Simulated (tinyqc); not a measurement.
Mobility and threshold from two currents.

Inverse problem. In the linear region I = mu Cox (W/L) [(Vgs - VT) Vds - m Vds^2/2], Cox = eps0 eox/tox. Find mu and VT.

Inputs (values chosen for the exercise): relative permittivity of the gate insulator eox = 23.8; insulator thickness tox = 85 nm; gate width W = 1 um; gate length L = 10 um.

Constants: eps0 = 8.8541878128e-14 F/cm where lengths are in cm. Results are converted to the units shown.

I at Vgs = 1.86 and 2.36 V, Vds = 0.05 V (uA): [0.20006734, 0.47277632]
m = 1.3550449

Solution. The slope dI/dVgs is mu Cox (W/L) Vds; the line meets zero current at VT + m Vds/2.

mu = 440 cm^2/(V s)
VT = 1.46 V

Computed by the program tinyqc: `OMP_NUM_THREADS=1 python tinyqc.py 2360136 2360137 out.jsonl`, one thread of a shared Intel Xeon 2.30GHz, about 0.05 s for the whole run.
